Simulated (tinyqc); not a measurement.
Double-gate transistor below threshold, two-dimensional Poisson equation on a small mesh: two steps of the calculation.

Half of a symmetric double-gate structure: row 0 is the mid-plane of the body, where the normal field vanishes. Mobile charge is neglected (subthreshold), the body is fully depleted, and potentials are counted from the intrinsic level; rows run upward to the gate, columns from source to drain.

Values chosen for this exercise; semiconductor permittivity made up:
- eps_r = 14.1 (relative permittivity of the semiconductor)
- eox = 9 (relative permittivity of the insulator)
- tb = 8 nm (half the body thickness)
- tox = 3.4 nm (insulator thickness)
- L = 54 nm (channel length)
- Na = 0 cm^-3 (acceptor density of the depleted body)

Constants: q = 1.602176634e-19 C, eps0 = 8.8541878128e-14 F/cm where lengths are in cm. Results are converted to the units shown.

Question 1. Coefficients of the five-point equations. Mesh: rows i = 0..3 in the semiconductor (step hs = tb/3, row 3 on the interface), then 2 step(s) ho = tox/2 up to the gate row 5; columns j = 0..6 (step hy = L/6). Box integration, divided by eps0: up_i = eps hy/h of the interval above row i, dn_i = that of the interval below (0 for row 0), lat_i = (sum of eps h/2 over the intervals above and below)/hy, s_i = -q Na w_i hy/eps0 with w_i the semiconductor height of the box (hs/2 for row 0 and the interface row, hs between, 0 in the insulator). Each free node obeys (up + dn + 2 lat) psi = up psi(above) + dn psi(below) + lat [psi(left) + psi(right)] + s.

Find: up; dn; lat; s.

Answer 1.

```
row	up	dn	lat	s (V)
0	47.59	0	2.089	0
1	47.59	47.59	4.178	0
2	47.59	47.59	4.178	0
3	47.65	47.59	2.939	0
4	47.65	47.65	1.700	0
```

Question 2. Over-relaxation sweep (omega = 1.2). Free nodes: rows 0..4, columns 1..5, taken row by row from row 0, left to right. t = (up psi(above) + dn psi(below) + lat [psi(left) + psi(right)] + s)/(up + dn + 2 lat), with the newest neighbours; psi(new) = psi + 1.2 (t - psi).

psi after iteration 1 (V):
```
	j=0	j=1	j=2	j=3	j=4	j=5	j=6
row 0	0.52000000	0.02518033	0.00121932	0.00005904	0.00000286	0.02760165	0.57000000
row 1	0.52000000	0.03906920	0.00256443	0.00015675	0.00000917	0.04282637	0.57000000
row 2	0.52000000	0.04672997	0.00367732	0.00026453	0.00001787	0.05122439	0.57000000
row 3	0.52000000	0.04452851	0.00362993	0.00027600	0.00001972	0.04881144	0.57000000
row 4	0.20000000	-0.03958892	-0.06823498	-0.07077012	-0.07097100	-0.03805791	0.22500000
row 5	-0.12000000	-0.12000000	-0.12000000	-0.12000000	-0.12000000	-0.12000000	-0.12000000
```

```
row	up	dn	lat	s (V)
0	47.587500	0	2.0888889	0
1	47.587500	47.587500	4.1777778	0
2	47.587500	47.587500	4.1777778	0
3	47.647059	47.587500	2.9388889	0
4	47.647059	47.647059	1.7	0
```

Find: psi after iteration 2.

Answer 2.

psi after iteration 2 (V):
```
	j=0	j=1	j=2	j=3	j=4	j=5	j=6
row 0	0.5200	0.0633	0.0057	0.0004	0.0014	0.0694	0.5700
row 1	0.5200	0.0782	0.0084	0.0008	0.0029	0.0857	0.5700
row 2	0.5200	0.0837	0.0100	0.0010	0.0041	0.0918	0.5700
row 3	0.5200	0.0342	-0.0325	-0.0406	-0.0375	0.0391	0.5700
row 4	0.2000	-0.0390	-0.0770	-0.0820	-0.0795	-0.0362	0.2250
row 5	-0.1200	-0.1200	-0.1200	-0.1200	-0.1200	-0.1200	-0.1200
```

Program tinyqc, `OMP_NUM_THREADS=1 python tinyqc.py 2480076 2480077 out.jsonl`; Intel Xeon 2.30GHz, shared host, one thread, about 0.1 s.
